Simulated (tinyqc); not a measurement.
Worked calculation: LCCD on RHF in the sto-3g basis, frozen core, for BeH2, spin multiplicity 1. Computed by tinyqc, a small Python program that keeps every step (integrals from PySCF). Settings: charge = 0, multiplicity = 1, basis = sto-3g, method = RHF, frozen orbitals = 1, energy threshold = 1e-10, iteration cap = 59, orthogonalisation = canonical, start = atomic densities, DIIS depth = 6, amplitude equations = LCCD, DIIS depth for amplitudes = 6, cap on updates = 53. Command: `OMP_NUM_THREADS=1 python tinyqc.py 30932 30933 out.jsonl` (the two numbers bound the seeds that draw the settings). One thread of a shared host (Intel(R) Xeon(R) Processor @ 2.60GHz), about 0.09 s of CPU time with the checks. The early iterations of the SCF are left out here.

## One-electron integrals

Geometry (angstrom):
```
atom,x,y,z
Be,0.0000,0.0000,0.0000
H,0.0000,1.3340,0.0000
H,0.0000,-1.3160,0.0000
```

Basis sto-3g: exponents (1/bohr^2) and contraction coefficients of normalised primitives:
```
element,l (shell),exponent,coefficient
Be,s (1),30.1679,0.1543
Be,s (1),5.4951,0.5353
Be,s (1),1.4872,0.4446
Be,s (2),1.3148,-0.1000
Be,s (2),0.3055,0.3995
Be,s (2),0.0994,0.7001
Be,p (3),1.3148,0.1559
Be,p (3),0.3055,0.6077
Be,p (3),0.0994,0.3920
H,s (1),3.4253,0.1543
H,s (1),0.6239,0.5353
H,s (1),0.1689,0.4446
```

Overlap, kinetic and nuclear-attraction integrals over the contracted functions; the nuclear repulsion is the sum of Za Zb / Rab.

nuclear repulsion = 3.394869 hartree

overlap S, lower triangle:
```
,1Be 1s,1Be 2s,1Be 2px,1Be 2py,1Be 2pz,2H 1s,3H 1s
1Be 1s,1.0000
1Be 2s,0.2595,1.0000
1Be 2px,0.0000,0.0000,1.0000
1Be 2py,0.0000,0.0000,0.0000,1.0000
1Be 2pz,0.0000,0.0000,0.0000,0.0000,1.0000
2H 1s,0.0704,0.4624,0.0000,0.5276,0.0000,1.0000
3H 1s,0.0733,0.4697,0.0000,-0.5325,0.0000,0.0372,1.0000
```

kinetic energy T (hartree), lower triangle:
```
,1Be 1s,1Be 2s,1Be 2px,1Be 2py,1Be 2pz,2H 1s,3H 1s
1Be 1s,6.6940
1Be 2s,-0.0330,0.2111
1Be 2px,0.0000,0.0000,0.6606
1Be 2py,0.0000,0.0000,0.0000,0.6606
1Be 2pz,0.0000,0.0000,0.0000,0.0000,0.6606
2H 1s,-0.0164,0.0700,0.0000,0.1960,0.0000,0.7600
3H 1s,-0.0166,0.0729,0.0000,-0.2021,0.0000,-0.0096,0.7600
```

nuclear attraction V (hartree), lower triangle:
```
,1Be 1s,1Be 2s,1Be 2px,1Be 2py,1Be 2pz,2H 1s,3H 1s
1Be 1s,-15.3599
1Be 2s,-2.1065,-3.0579
1Be 2px,0.0000,0.0000,-2.9607
1Be 2py,0.0005,0.0022,0.0000,-3.1973
1Be 2pz,0.0000,0.0000,0.0000,0.0000,-2.9607
2H 1s,-0.5710,-1.3755,0.0000,-1.5349,0.0000,-3.0002
3H 1s,-0.5948,-1.4054,0.0000,1.5594,0.0000,-0.1295,-3.0207
```

core Hamiltonian H = T + V (hartree), lower triangle:
```
,1Be 1s,1Be 2s,1Be 2px,1Be 2py,1Be 2pz,2H 1s,3H 1s
1Be 1s,-8.6659
1Be 2s,-2.1396,-2.8468
1Be 2px,0.0000,0.0000,-2.3001
1Be 2py,0.0005,0.0022,0.0000,-2.5367
1Be 2pz,0.0000,0.0000,0.0000,0.0000,-2.3001
2H 1s,-0.5875,-1.3055,0.0000,-1.3389,0.0000,-2.2401
3H 1s,-0.6114,-1.3325,0.0000,1.3574,0.0000,-0.1391,-2.2607
```

## Two-electron integrals

Functions are numbered as in S; the eight-fold symmetry (ij|kl) = (ji|kl) = (kl|ij) leaves the list below.

Two-electron integrals (ij|kl) in chemists' order, unique and non-zero (hartree):
```
i,j,k,l,(ij|kl)
1,1,1,1,2.2988
2,1,1,1,0.3920
2,1,2,1,0.0795
2,2,1,1,0.5710
2,2,2,1,0.1430
2,2,2,2,0.4177
3,1,3,1,0.0146
3,2,3,1,0.0219
3,2,3,2,0.0923
3,3,1,1,0.5696
3,3,2,1,0.1431
3,3,2,2,0.4176
3,3,3,3,0.4499
4,1,4,1,0.0146
4,2,4,1,0.0219
4,2,4,2,0.0923
4,3,4,3,0.0242
4,4,1,1,0.5696
4,4,2,1,0.1431
4,4,2,2,0.4176
4,4,3,3,0.4014
4,4,4,4,0.4499
5,1,5,1,0.0146
5,2,5,1,0.0219
5,2,5,2,0.0923
5,3,5,3,0.0242
5,4,5,4,0.0242
5,5,1,1,0.5696
5,5,2,1,0.1431
5,5,2,2,0.4176
5,5,3,3,0.4014
5,5,4,4,0.4014
5,5,5,5,0.4499
6,1,1,1,0.1054
6,1,2,1,0.0214
6,1,2,2,0.0387
6,1,3,3,0.0384
6,1,4,1,0.0019
6,1,4,2,0.0036
6,1,4,4,0.0393
6,1,5,5,0.0384
6,1,6,1,0.0060
6,2,1,1,0.2284
6,2,2,1,0.0579
6,2,2,2,0.1809
6,2,3,3,0.1744
6,2,4,1,0.0076
6,2,4,2,0.0444
6,2,4,4,0.1938
6,2,5,5,0.1744
6,2,6,1,0.0172
6,2,6,2,0.1115
6,3,3,1,0.0057
6,3,3,2,0.0256
6,3,4,3,0.0079
6,3,6,3,0.0111
6,4,1,1,0.2356
6,4,2,1,0.0605
6,4,2,2,0.1985
6,4,3,3,0.1868
6,4,4,1,0.0125
6,4,4,2,0.0696
6,4,4,4,0.2217
6,4,5,5,0.1868
6,4,6,1,0.0189
6,4,6,2,0.1398
6,4,6,4,0.1825
6,5,5,1,0.0057
6,5,5,2,0.0256
6,5,5,4,0.0079
6,5,6,5,0.0111
6,6,1,1,0.3929
6,6,2,1,0.1015
6,6,2,2,0.3528
6,6,3,3,0.3272
6,6,4,1,0.0166
6,6,4,2,0.1214
6,6,4,4,0.4037
6,6,5,5,0.3272
6,6,6,1,0.0311
6,6,6,2,0.2695
6,6,6,4,0.3608
6,6,6,6,0.7746
7,1,1,1,0.1097
7,1,2,1,0.0222
7,1,2,2,0.0402
7,1,3,3,0.0399
7,1,4,1,-0.0020
7,1,4,2,-0.0037
7,1,4,4,0.0408
7,1,5,5,0.0399
7,1,6,1,0.0057
7,1,6,2,0.0151
7,1,6,4,0.0151
7,1,6,6,0.0259
7,1,7,1,0.0065
7,2,1,1,0.2337
7,2,2,1,0.0592
7,2,2,2,0.1845
7,2,3,3,0.1779
7,2,4,1,-0.0078
7,2,4,2,-0.0451
7,2,4,4,0.1976
7,2,5,5,0.1779
7,2,6,1,0.0148
7,2,6,2,0.0623
7,2,6,4,0.0616
7,2,6,6,0.1123
7,2,7,1,0.0183
7,2,7,2,0.1152
7,3,3,1,0.0058
7,3,3,2,0.0263
7,3,4,3,-0.0081
7,3,6,3,0.0051
7,3,7,3,0.0116
7,4,1,1,-0.2397
7,4,2,1,-0.0615
7,4,2,2,-0.2013
7,4,3,3,-0.1894
7,4,4,1,0.0128
7,4,4,2,0.0707
7,4,4,4,-0.2248
7,4,5,5,-0.1894
7,4,6,1,-0.0147
7,4,6,2,-0.0611
7,4,6,4,-0.0572
7,4,6,6,-0.1075
7,4,7,1,-0.0200
7,4,7,2,-0.1438
7,4,7,4,0.1870
7,5,5,1,0.0058
7,5,5,2,0.0263
7,5,5,4,-0.0081
7,5,6,5,0.0051
7,5,7,5,0.0116
7,6,1,1,0.0237
7,6,2,1,0.0058
7,6,2,2,0.0164
7,6,3,3,0.0161
7,6,4,1,4.40e-06
7,6,4,2,3.41e-05
7,6,4,4,0.0169
7,6,5,5,0.0161
7,6,6,1,0.0016
7,6,6,2,0.0073
7,6,6,4,0.0082
7,6,6,6,0.0147
7,6,7,1,0.0017
7,6,7,2,0.0074
7,6,7,4,-0.0082
7,6,7,6,0.0007
7,7,1,1,0.3980
7,7,2,1,0.1028
7,7,2,2,0.3557
7,7,3,3,0.3299
7,7,4,1,-0.0170
7,7,4,2,-0.1225
7,7,4,4,0.4070
7,7,5,5,0.3299
7,7,6,1,0.0252
7,7,6,2,0.1109
7,7,6,4,0.1070
7,7,6,6,0.1996
7,7,7,1,0.0328
7,7,7,2,0.2745
7,7,7,4,-0.3658
7,7,7,6,0.0147
7,7,7,7,0.7746
```

## Orthogonalisation

S = U s U^T; canonical form X = U s^(-1/2), so that X^T S X = 1. Each column of U has its largest component positive (the first on a tie).

eigenvalues of S: 0.2314  0.3378  0.9362  1.0000  1.0000  1.7306  1.7640

X:
```
,1,2,3,4,5,6,7
1Be 1s,0.0088,-0.3171,0.9608,0.0000,0.0000,0.0334,0.2378
1Be 2s,-0.0584,1.2527,-0.0915,0.0000,0.0000,0.0710,0.5065
1Be 2px,0.0000,0.0000,0.0000,0.9478,-0.3188,0.0000,0.0000
1Be 2py,1.4505,0.0463,0.0020,0.0000,0.0000,0.5390,-0.0739
1Be 2pz,0.0000,0.0000,0.0000,0.3188,0.9478,0.0000,0.0000
2H 1s,-1.0140,-0.8347,-0.2626,0.0000,0.0000,0.4209,0.2969
3H 1s,1.0889,-0.7693,-0.2599,0.0000,0.0000,-0.3225,0.4002
```

Within a degenerate level the vectors are fixed only up to a rotation; this is one choice.

## Starting guess

The start is atomic minimal-basis densities projected into this basis (PySCF's MINAO start) and scaled to the electron count of each spin; this density is not idempotent, so its energy is not variational and may lie below the converged one.

D at the start, lower triangle:
```
,1Be 1s,1Be 2s,1Be 2px,1Be 2py,1Be 2pz,2H 1s,3H 1s
1Be 1s,2.1548
1Be 2s,-0.5232,2.0463
1Be 2px,0.0000,0.0000,0.0000
1Be 2py,0.0005,-0.0015,0.0000,0.0040
1Be 2pz,0.0000,0.0000,0.0000,0.0000,0.0000
2H 1s,-0.0258,0.1310,0.0000,0.0411,0.0000,0.8732
3H 1s,-0.0247,0.1292,0.0000,-0.0416,0.0000,0.0098,0.8696
```

## Iteration 6 (converged): orbitals

converged F (hartree), lower triangle:
```
,1Be 1s,1Be 2s,1Be 2px,1Be 2py,1Be 2pz,2H 1s,3H 1s
1Be 1s,-4.5160
1Be 2s,-1.2880,-0.6351
1Be 2px,0.0000,0.0000,0.2117
1Be 2py,0.0001,0.0028,0.0000,-0.2426
1Be 2pz,0.0000,0.0000,0.0000,0.0000,0.2117
2H 1s,-0.3595,-0.4191,0.0000,-0.3350,0.0000,-0.3154
3H 1s,-0.3739,-0.4262,0.0000,0.3375,0.0000,-0.0523,-0.3236
```

Diagonalise F' = X^T F X, C = X C', fill 3 alpha and 3 beta electrons from the bottom; D = 2 C_occ C_occ^T. Each column has its largest component positive (the first on a tie).

F' = X^T F X (hartree), lower triangle:
```
,1,2,3,4,5,6,7
1,0.9510
2,0.0123,0.4210
3,-0.0072,0.4238,-3.6710
4,0.0000,0.0000,0.0000,0.2117
5,0.0000,0.0000,0.0000,0.0000,0.2117
6,0.0373,0.0235,-0.2204,0.0000,0.0000,-0.4368
7,-0.0078,0.1635,-1.5953,0.0000,0.0000,-0.1122,-1.2483
```

orbital energies (hartree): MO1 -4.5194, MO2 -0.4587, MO3 -0.4226, MO4 0.2117, MO5 0.2117, MO6 0.4642, MO7 0.9523

coefficients C:
```
,MO1,MO2,MO3,MO4,MO5,MO6,MO7
1Be 1s,0.9918,-0.2246,-0.0105,0.0000,0.0000,-0.2176,0.0019
1Be 2s,0.0317,0.5545,0.0294,0.0000,0.0000,1.2380,-0.0287
1Be 2px,0.0000,0.0000,0.0000,0.6935,0.7205,0.0000,0.0000
1Be 2py,0.0000,-0.0250,0.5031,0.0000,0.0000,0.0122,1.4657
1Be 2pz,0.0000,0.0000,0.0000,0.7205,-0.6935,0.0000,0.0000
2H 1s,-0.0028,0.3738,0.4240,0.0000,0.0000,-0.8330,-1.0227
3H 1s,-0.0026,0.4143,-0.3834,0.0000,0.0000,-0.8172,1.0596
```

D after iteration 6, lower triangle:
```
,1Be 1s,1Be 2s,1Be 2px,1Be 2py,1Be 2pz,2H 1s,3H 1s
1Be 1s,2.0683
1Be 2s,-0.1868,0.6187
1Be 2px,0.0000,0.0000,0.0000
1Be 2py,0.0007,0.0019,0.0000,0.5074
1Be 2pz,0.0000,0.0000,0.0000,0.0000,0.0000
2H 1s,-0.1825,0.4394,0.0000,0.4079,0.0000,0.6391
3H 1s,-0.1833,0.4367,0.0000,-0.4065,0.0000,-0.0153,0.6373
```

Within a degenerate level the vectors are fixed only up to a rotation; this is one choice.

## Convergence

Stop when the energy changes by less than 1e-10 hartree and every element of the error matrix X^T (F D S - S D F) X is below 3e-06.

Course of the cycle:
```
iteration,E (hartree),change,largest element of the error matrix
1,-15.420688,-,5.33e-01
2,-15.546033,-1.25e-01,1.38e-01
3,-15.559830,-1.38e-02,2.13e-02
4,-15.560329,-4.99e-04,6.51e-04
5,-15.560329,-3.63e-07,1.21e-05
6,-15.560329,-9.09e-11,1.11e-06
```

PySCF RHF in the same basis = -15.560329 hartree

Converged in 6 iterations.

## Populations, bond orders and dipole

Mulliken: Z minus the diagonal of D S on the atom; Loewdin: the same with S^(1/2) D S^(1/2); Mayer order: 2 sum_s sum (D(s) S)_ij (D(s) S)_ji over the two atoms.

Charges (e):
```
atom,Mulliken,Loewdin
1Be,0.0889,0.0711
2H,-0.0440,-0.0354
3H,-0.0448,-0.0357
```

Mayer bond orders:
```
pair,order
2-1,0.9978
3-1,0.9977
3-2,2.70e-04
```

dipole moment about the origin, x y z (debye): 0.0000  -0.0024  0.0000

## Integrals over molecular orbitals

(pq|rs) = sum C_ip C_jq C_kr C_ls (ij|kl), one index at a time.

one-electron integrals over orbitals h = C^T H C (hartree), lower triangle:
```
,1,2,3,4,5,6,7
1,-8.6543
2,0.2256,-2.4694
3,0.0108,0.0039,-2.4309
4,0.0000,0.0000,0.0000,-2.3001
5,0.0000,0.0000,0.0000,0.0000,-2.3001
6,0.1933,-0.1699,-0.0157,0.0000,0.0000,-1.9159
7,-0.0012,0.0126,-0.2788,0.0000,0.0000,-0.0019,-1.7972
```

Two-electron integrals over orbitals (pq|rs), unique and non-zero (hartree); the lowest 1 orbital is frozen and left out:
```
p,q,r,s,(pq|rs)
2,2,2,2,0.4010
3,2,2,2,-0.0178
3,2,3,2,0.1629
3,3,2,2,0.4108
3,3,3,2,0.0148
3,3,3,3,0.4371
4,2,4,2,0.0494
4,3,4,2,0.0016
4,3,4,3,0.0148
4,4,2,2,0.3697
4,4,3,2,-1.09e-04
4,4,3,3,0.3570
4,4,4,4,0.4499
5,2,5,2,0.0494
5,3,5,2,0.0016
5,3,5,3,0.0148
5,4,5,4,0.0242
5,5,2,2,0.3697
5,5,3,2,-1.09e-04
5,5,3,3,0.3570
5,5,4,4,0.4014
5,5,5,5,0.4499
6,2,2,2,-0.0254
6,2,3,2,0.0053
6,2,3,3,-0.0473
6,2,4,4,0.0517
6,2,5,5,0.0517
6,2,6,2,0.0774
6,3,2,2,0.0087
6,3,3,2,-0.0942
6,3,3,3,-0.0117
6,3,4,4,0.0040
6,3,5,5,0.0040
6,3,6,2,0.0015
6,3,6,3,0.0836
6,4,4,2,0.0474
6,4,4,3,0.0025
6,4,6,4,0.0509
6,5,5,2,0.0474
6,5,5,3,0.0025
6,5,6,5,0.0509
6,6,2,2,0.3972
6,6,3,2,0.0025
6,6,3,3,0.4088
6,6,4,4,0.3677
6,6,5,5,0.3677
6,6,6,2,-0.0350
6,6,6,3,-0.0040
6,6,6,6,0.4123
7,2,2,2,0.0056
7,2,3,2,-0.0443
7,2,3,3,-0.0022
7,2,4,4,-0.0030
7,2,5,5,-0.0030
7,2,6,2,-0.0069
7,2,6,3,0.0608
7,2,6,6,0.0009
7,2,7,2,0.0568
7,3,2,2,-0.0060
7,3,3,2,2.74e-05
7,3,3,3,-0.0212
7,3,4,4,0.0588
7,3,5,5,0.0588
7,3,6,2,0.0725
7,3,6,3,0.0068
7,3,6,6,-0.0266
7,3,7,2,-0.0027
7,3,7,3,0.0821
7,4,4,2,-0.0014
7,4,4,3,0.0137
7,4,6,4,-4.97e-04
7,4,7,4,0.0165
7,5,5,2,-0.0014
7,5,5,3,0.0137
7,5,6,5,-4.97e-04
7,5,7,5,0.0165
7,6,2,2,-0.0144
7,6,3,2,0.1421
7,6,3,3,0.0145
7,6,4,4,-1.77e-04
7,6,5,5,-1.77e-04
7,6,6,2,0.0041
7,6,6,3,-0.0954
7,6,6,6,0.0034
7,6,7,2,-0.0559
7,6,7,3,-0.0010
7,6,7,6,0.1408
7,7,2,2,0.4294
7,7,3,2,-0.0048
7,7,3,3,0.4473
7,7,4,4,0.3915
7,7,5,5,0.3915
7,7,6,2,-0.0372
7,7,6,3,0.0010
7,7,6,6,0.4365
7,7,7,2,0.0034
7,7,7,3,-0.0114
7,7,7,6,-0.0030
7,7,7,7,0.4899
```

## LCCD: starting amplitudes

t_ij^ab = <ij||ab> / (e_i + e_j - e_a - e_b), whose energy is MP2.

Starting amplitudes (spin orbitals 1a, 1b, ...; amplitudes related by a flip of all spins are not repeated):
```
from,to,t
3a 3b,6a 6b,-0.0471
2a 2b,6a 6b,-0.0419
2a 2b,4a 4b,-0.0369
2a 2b,5a 5b,-0.0369
2a 3b,6a 7b,-0.0316
3a 3b,7a 7b,-0.0299
2a 3b,6b 7a,0.0265
2a 2b,7a 7b,-0.0201
3a 3b,4a 4b,-0.0117
3a 3b,5a 5b,-0.0117
2a 3a,6a 7a,-0.0051
3a 3b,6a 7b,-0.0030
2a 2b,6a 7b,0.0030
2a 3b,4a 4b,-0.0013
2a 3b,5a 5b,-0.0013
2a 3b,7a 7b,0.0010
2a 3b,6a 6b,-0.0008
```

correlation energy = -0.022789 hartree

## LCCD: amplitude update 1

t_ij^ab D_ij^ab are set to the remaining terms of the spin-orbital equations, evaluated with the old amplitudes; for the doubles these are <ij||ab> + 1/2 <ab||ef> t_ij^ef + 1/2 <mn||ij> t_mn^ab + P(ij)P(ab) <mb||ej> t_im^ae, D the orbital-energy denominators (linear CCD).

Amplitudes after update 1 (spin orbitals 1a, 1b, ...; amplitudes related by a flip of all spins are not repeated):
```
from,to,t
3a 3b,6a 6b,-0.0646
2a 2b,6a 6b,-0.0545
2a 2b,4a 4b,-0.0475
2a 2b,5a 5b,-0.0475
2a 3b,6a 7b,-0.0433
3a 3b,7a 7b,-0.0378
2a 3b,6b 7a,0.0374
2a 2b,7a 7b,-0.0259
3a 3b,4a 4b,-0.0091
3a 3b,5a 5b,-0.0091
2a 3a,6a 7a,-0.0059
3a 3b,6a 7b,-0.0042
2a 2b,6a 7b,0.0040
2a 3b,4a 4b,-0.0019
2a 3b,5a 5b,-0.0019
2a 3b,7a 7b,0.0013
2a 3b,6a 6b,-0.0011
```

correlation energy = -0.030262 hartree

## LCCD: amplitude update 2

As before.

Amplitudes after update 2 (spin orbitals 1a, 1b, ...; amplitudes related by a flip of all spins are not repeated):
```
from,to,t
3a 3b,6a 6b,-0.0720
2a 2b,6a 6b,-0.0587
2a 2b,4a 4b,-0.0513
2a 2b,5a 5b,-0.0513
2a 3b,6a 7b,-0.0473
2a 3b,6b 7a,0.0413
3a 3b,7a 7b,-0.0404
2a 2b,7a 7b,-0.0280
2a 3a,6a 7a,-0.0060
3a 3b,4a 4b,-0.0059
3a 3b,5a 5b,-0.0059
3a 3b,6a 7b,-0.0046
2a 2b,6a 7b,0.0044
2a 3b,4a 4b,-0.0022
2a 3b,5a 5b,-0.0022
2a 3b,7a 7b,0.0013
2a 3b,6a 6b,-0.0011
```

correlation energy = -0.032879 hartree

## LCCD: amplitude update 3

t_ij^ab D_ij^ab are set to the remaining terms of the spin-orbital equations, evaluated with the old amplitudes; for the doubles these are <ij||ab> + 1/2 <ab||ef> t_ij^ef + 1/2 <mn||ij> t_mn^ab + P(ij)P(ab) <mb||ej> t_im^ae, D the orbital-energy denominators (linear CCD). DIIS then mixes the stored amplitudes.

DIIS coefficients: -0.6676  1.6676

Amplitudes after update 3 (spin orbitals 1a, 1b, ...; amplitudes related by a flip of all spins are not repeated):
```
from,to,t
3a 3b,6a 6b,-0.0773
2a 2b,6a 6b,-0.0608
2a 2b,4a 4b,-0.0540
2a 2b,5a 5b,-0.0540
2a 3b,6a 7b,-0.0497
2a 3b,6b 7a,0.0436
3a 3b,7a 7b,-0.0417
2a 2b,7a 7b,-0.0293
2a 3a,6a 7a,-0.0060
3a 3b,6a 7b,-0.0049
2a 2b,6a 7b,0.0046
3a 3b,5a 5b,-0.0025
3a 3b,4a 4b,-0.0025
2a 3b,4a 4b,-0.0025
2a 3b,5a 5b,-0.0025
2a 3b,7a 7b,0.0013
2a 3b,6a 6b,-0.0011
```

correlation energy = -0.034479 hartree

## LCCD: convergence

E_corr = 1/4 sum <ij||ab> t_ij^ab; stop when the norm of the change is below 1e-8.

Course of the amplitude iterations:
```
update,correlation energy (hartree),norm of the change
0,-0.022789,-
1,-0.030262,7.27e-02
2,-0.032879,2.79e-02
3,-0.034479,1.18e-02
4,-0.034464,1.90e-03
5,-0.034462,3.35e-04
6,-0.034462,1.91e-05
7,-0.034462,3.50e-06
8,-0.034462,5.16e-07
9,-0.034462,1.59e-08
10,-0.034462,5.67e-09
```

Converged amplitudes (spin orbitals 1a, 1b, ...; amplitudes related by a flip of all spins are not repeated):
```
from,to,t
3a 3b,6a 6b,-0.0778
2a 2b,6a 6b,-0.0602
2a 2b,4a 4b,-0.0547
2a 2b,5a 5b,-0.0547
2a 3b,6a 7b,-0.0496
2a 3b,6b 7a,0.0435
3a 3b,7a 7b,-0.0414
2a 2b,7a 7b,-0.0293
2a 3a,6a 7a,-0.0061
3a 3b,6a 7b,-0.0049
2a 2b,6a 7b,0.0046
2a 3b,4a 4b,-0.0026
2a 3b,5a 5b,-0.0026
3a 3b,5a 5b,-0.0015
3a 3b,4a 4b,-0.0015
2a 3b,7a 7b,0.0013
2a 3b,6a 6b,-0.0011
```

LCCD total energy = -15.594791 hartree

Converged in 10 updates, with DIIS from the third.
